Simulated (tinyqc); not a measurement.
## Gate work function from the charge

Problem. For an undoped double gate, Q = 8 eps0 eps_r Vt beta tan(beta)/ts with 0 < beta < pi/2, and at the source (Vg - dphi)/(2 Vt) - ln[(2/ts) sqrt(2 eps0 eps_r Vt/(q ni))] = ln(beta) - ln(cos beta) + 2 r beta tan(beta), r = eps_r tox/(eox ts). Find beta and dphi.

Parameters, values chosen for the exercise; material values close to those of silicon:
- T = 300 K (temperature)
- eps_r = 11.6 (relative permittivity of the semiconductor)
- eox = 25.7 (relative permittivity of the gate insulator)
- tox = 5.8 nm (insulator thickness)
- ts = 15 nm (body thickness)
- Vg = 0.66 V (gate voltage)

Constants: q = 1.602176634e-19 C, kB = 1.380649e-23 J/K, Vt = kB T/q, eps0 = 8.8541878128e-14 F/cm where lengths are in cm. Results are converted to the units shown.

Qs = 19.870269 nC/cm^2
ni = 1.2934766e10 cm^-3

Answer. beta tan(beta) rises from 0 without bound on the interval, so the charge fixes beta; the second relation is then explicit in dphi.

beta = 0.3660
dphi = 0.2500 V

Computed by the program tinyqc: `OMP_NUM_THREADS=1 python tinyqc.py 2440042 2440043 out.jsonl`, one thread of a shared Intel Xeon 2.30GHz, about 0.01 s for the whole run.
